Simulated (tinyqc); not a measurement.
Worked calculation: CIS on RHF in the sto-3g basis, for H6, spin multiplicity 1. One step of it, computed by the program tinyqc.

Problem. Integrals over molecular orbitals. (pq|rs) = sum C_ip C_jq C_kr C_ls (ij|kl), one index at a time.

coefficients C, order 1H 1s, 2H 1s, 3H 1s, 4H 1s, 5H 1s, 6H 1s:
$$\begin{pmatrix}
0.204170 & 0.379733 & -0.386414 & -0.585405 & -0.723499 & 0.479852 \\
0.274511 & 0.407621 & -0.287834 & 0.398246 & 0.798471 & -0.713204 \\
0.379407 & 0.081708 & 0.427126 & 0.611269 & -0.215254 & 0.951104 \\
0.379407 & -0.081708 & 0.427126 & -0.611269 & -0.215254 & -0.951104 \\
0.274511 & -0.407621 & -0.287834 & -0.398246 & 0.798471 & 0.713204 \\
0.204170 & -0.379733 & -0.386414 & 0.585405 & -0.723499 & -0.479852
\end{pmatrix}$$

core Hamiltonian H = T + V (hartree), order 1H 1s, 2H 1s, 3H 1s, 4H 1s, 5H 1s, 6H 1s:
$$\begin{pmatrix}
-1.631016 & -1.146230 & -0.190833 & -0.033334 & -0.001504 & -0.000102 \\
-1.146230 & -1.917051 & -0.777601 & -0.198913 & -0.014984 & -0.001504 \\
-0.190833 & -0.777601 & -2.052869 & -1.285709 & -0.198913 & -0.033334 \\
-0.033334 & -0.198913 & -1.285709 & -2.052869 & -0.777601 & -0.190833 \\
-0.001504 & -0.014984 & -0.198913 & -0.777601 & -1.917051 & -1.146230 \\
-0.000102 & -0.001504 & -0.033334 & -0.190833 & -1.146230 & -1.631016
\end{pmatrix}$$

Two-electron integrals (ij|kl) in chemists' order, unique and non-zero (hartree):
```
(11|11) 0.774606   (21|11) 0.341850   (21|21) 0.188155   (22|11) 0.500742
(22|21) 0.341850   (22|22) 0.774606   (31|11) 0.035066   (31|21) 0.021660
(31|22) 0.045538   (31|31) 0.003156   (32|11) 0.112741   (32|21) 0.078857
(32|22) 0.190851   (32|31) 0.013749   (32|32) 0.067151   (33|11) 0.236129
(33|21) 0.160794   (33|22) 0.390029   (33|31) 0.035066   (33|32) 0.190851
(33|33) 0.774606   (41|11) 0.004328   (41|21) 0.002829   (41|22) 0.006321
(41|31) 0.000464   (41|32) 0.002166   (41|33) 0.006321   (41|41) 0.000073
(42|11) 0.021381   (42|21) 0.014662   (42|22) 0.035066   (42|31) 0.002732
(42|32) 0.013749   (42|33) 0.045538   (42|41) 0.000464   (42|42) 0.003156
(43|11) 0.105755   (43|21) 0.069267   (43|22) 0.160794   (43|31) 0.014662
(43|32) 0.078857   (43|33) 0.341850   (43|41) 0.002829   (43|42) 0.021660
(43|43) 0.188155   (44|11) 0.166928   (44|21) 0.105755   (44|22) 0.236129
(44|31) 0.021381   (44|32) 0.112741   (44|33) 0.500742   (44|41) 0.004328
(44|42) 0.035066   (44|43) 0.341850   (44|44) 0.774606   (51|11) 0.000119
(51|21) 0.000080   (51|22) 0.000186   (51|31) 0.000015   (51|32) 0.000078
(51|33) 0.000272   (51|41) 2.68e-06   (51|42) 0.000019   (51|43) 0.000133
(51|44) 0.000220   (51|51) 1.12e-07   (52|11) 0.001091   (52|21) 0.000718
(52|22) 0.001665   (52|31) 0.000142   (52|32) 0.000737   (52|33) 0.002793
(52|41) 0.000026   (52|42) 0.000191   (52|43) 0.001513   (52|44) 0.002793
(52|51) 1.18e-06   (52|52) 0.000013   (53|11) 0.012782   (53|21) 0.008072
(53|22) 0.017963   (53|31) 0.001607   (53|32) 0.008352   (53|33) 0.035066
(53|41) 0.000312   (53|42) 0.002409   (53|43) 0.021660   (53|44) 0.045538
(53|51) 0.000015   (53|52) 0.000191   (53|53) 0.003156   (54|11) 0.046822
(54|21) 0.028817   (54|22) 0.062175   (54|31) 0.005455   (54|32) 0.027543
(54|33) 0.112741   (54|41) 0.001062   (54|42) 0.008352   (54|43) 0.078857
(54|44) 0.190851   (54|51) 0.000054   (54|52) 0.000737   (54|53) 0.013749
(54|54) 0.067151   (55|11) 0.118225   (55|21) 0.071106   (55|22) 0.149316
(55|31) 0.012782   (55|32) 0.062175   (55|33) 0.236129   (55|41) 0.002385
(55|42) 0.017963   (55|43) 0.160794   (55|44) 0.390029   (55|51) 0.000119
(55|52) 0.001665   (55|53) 0.035066   (55|54) 0.190851   (55|55) 0.774606
(61|11) 0.000006   (61|21) 3.79e-06   (61|22) 0.000009   (61|31) 7.59e-07
(61|32) 3.94e-06   (61|33) 0.000015   (61|41) 1.41e-07   (61|42) 1.04e-06
(61|43) 0.000008   (61|44) 0.000015   (61|51) 6.47e-09   (61|52) 7.30e-08
(61|53) 1.04e-06   (61|54) 3.94e-06   (61|55) 0.000009   (62|11) 0.000084
(62|21) 0.000053   (62|22) 0.000119   (62|31) 0.000011   (62|32) 0.000054
(62|33) 0.000220   (62|41) 2.01e-06   (62|42) 0.000015   (62|43) 0.000133
(62|44) 0.000272   (62|51) 9.71e-08   (62|52) 1.18e-06   (62|53) 0.000019
(62|54) 0.000078   (62|55) 0.000186   (62|61) 6.47e-09   (62|62) 1.12e-07
(63|11) 0.001781   (63|21) 0.001100   (63|22) 0.002385   (63|31) 0.000210
(63|32) 0.001062   (63|33) 0.004328   (63|41) 0.000040   (63|42) 0.000312
(63|43) 0.002829   (63|44) 0.006321   (63|51) 2.01e-06   (63|52) 0.000026
(63|53) 0.000464   (63|54) 0.002166   (63|55) 0.006321   (63|61) 1.41e-07
(63|62) 2.68e-06   (63|63) 0.000073   (64|11) 0.009933   (64|21) 0.006025
(64|22) 0.012782   (64|31) 0.001105   (64|32) 0.005455   (64|33) 0.021381
(64|41) 0.000210   (64|42) 0.001607   (64|43) 0.014662   (64|44) 0.035066
(64|51) 0.000011   (64|52) 0.000142   (64|53) 0.002732   (64|54) 0.013749
(64|55) 0.045538   (64|61) 7.59e-07   (64|62) 0.000015   (64|63) 0.000464
(64|64) 0.003156   (65|11) 0.057644   (65|21) 0.034289   (65|22) 0.071106
(65|31) 0.006025   (65|32) 0.028817   (65|33) 0.105755   (65|41) 0.001100
(65|42) 0.008072   (65|43) 0.069267   (65|44) 0.160794   (65|51) 0.000053
(65|52) 0.000718   (65|53) 0.014662   (65|54) 0.078857   (65|55) 0.341850
(65|61) 3.79e-06   (65|62) 0.000080   (65|63) 0.002829   (65|64) 0.021660
(65|65) 0.188155   (66|11) 0.097851   (66|21) 0.057644   (66|22) 0.118225
(66|31) 0.009933   (66|32) 0.046822   (66|33) 0.166928   (66|41) 0.001781
(66|42) 0.012782   (66|43) 0.105755   (66|44) 0.236129   (66|51) 0.000084
(66|52) 0.001091   (66|53) 0.021381   (66|54) 0.112741   (66|55) 0.500742
(66|61) 0.000006   (66|62) 0.000119   (66|63) 0.004328   (66|64) 0.035066
(66|65) 0.341850   (66|66) 0.774606
```

Give: one-electron integrals over orbitals h = C^T H C; Two-electron integrals over orbitals.

Solution.

one-electron integrals over orbitals h = C^T H C (hartree):
$$\begin{pmatrix}
-2.1219 & 0.0000 & -0.1301 & 0.0000 & -0.0716 & 0.0000 \\
0.0000 & -1.9181 & 0.0000 & -0.1531 & 0.0000 & 0.0572 \\
-0.1301 & 0.0000 & -1.9078 & 0.0000 & 0.1343 & 0.0000 \\
0.0000 & -0.1531 & 0.0000 & -1.5650 & 0.0000 & -0.1395 \\
-0.0716 & 0.0000 & 0.1343 & 0.0000 & -1.2967 & 0.0000 \\
0.0000 & 0.0572 & 0.0000 & -0.1395 & 0.0000 & -1.2243
\end{pmatrix}$$

Two-electron integrals over orbitals (pq|rs), unique and non-zero (hartree):
```
(11|11) 0.3966     (21|21) 0.1267     (22|11) 0.3127     (22|22) 0.3745
(31|11) 0.0790     (31|22) -0.0569    (31|31) 0.1279     (32|21) -0.1220
(32|32) 0.1394     (33|11) 0.3695     (33|22) 0.3282     (33|31) 0.0429
(33|33) 0.3690     (41|21) 0.0354     (41|32) 0.0049     (41|41) 0.0816
(42|11) 0.0539     (42|22) -0.0040    (42|31) 0.0486     (42|33) 0.0134
(42|42) 0.0703     (43|21) 0.0595     (43|32) -0.0578    (43|41) 0.0159
(43|43) 0.0768     (44|11) 0.3680     (44|22) 0.3273     (44|31) 0.0399
(44|33) 0.3589     (44|42) 0.0210     (44|44) 0.3719     (51|11) 0.0086
(51|22) 0.0262     (51|31) -0.0220    (51|33) -0.0099    (51|42) 0.0398
(51|44) -0.0020    (51|51) 0.0487     (52|21) 0.0217     (52|32) 0.0053
(52|41) 0.0558     (52|43) -0.0402    (52|52) 0.0906     (53|11) -0.0613
(53|22) -0.0014    (53|31) -0.0521    (53|33) -0.0257    (53|42) -0.0675
(53|44) -0.0216    (53|51) -0.0356    (53|53) 0.0719     (54|21) 0.1218
(54|32) -0.1336    (54|41) 0.0023     (54|43) 0.0592     (54|52) -0.0037
(54|54) 0.1426     (55|11) 0.3251     (55|22) 0.3776     (55|31) -0.0482
(55|33) 0.3379     (55|42) 2.78e-05   (55|44) 0.3456     (55|51) 0.0265
(55|53) -0.0034    (55|55) 0.3997     (61|21) 0.0018     (61|32) 0.0139
(61|41) 0.0294     (61|43) 0.0528     (61|52) -0.0331    (61|54) -0.0114
(61|61) 0.0680     (62|11) -0.0140    (62|22) -0.0307    (62|31) 0.0198
(62|33) 2.42e-04   (62|42) -0.0372    (62|44) 0.0023     (62|51) -0.0455
(62|53) 0.0391     (62|55) -0.0300    (62|62) 0.0475     (63|21) 0.0390
(63|32) -0.0027    (63|41) 0.0789     (63|43) 0.0181     (63|52) 0.0562
(63|54) 0.0018     (63|61) 0.0291     (63|63) 0.0839     (64|11) 0.0808
(64|22) -0.0501    (64|31) 0.1229     (64|33) 0.0442     (64|42) 0.0507
(64|44) 0.0444     (64|51) -0.0191    (64|53) -0.0531    (64|55) -0.0516
(64|62) 0.0188     (64|64) 0.1319     (65|21) -0.1295    (65|32) 0.1258
(65|41) -0.0371    (65|43) -0.0632    (65|52) -0.0228    (65|54) -0.1313
(65|61) -0.0030    (65|63) -0.0431    (65|65) 0.1444     (66|11) 0.4206
(66|22) 0.3317     (66|31) 0.0848     (66|33) 0.3937     (66|42) 0.0597
(66|44) 0.3996     (66|51) 0.0103     (66|53) -0.0684    (66|55) 0.3538
(66|62) -0.0162    (66|64) 0.0925     (66|66) 0.4685
```
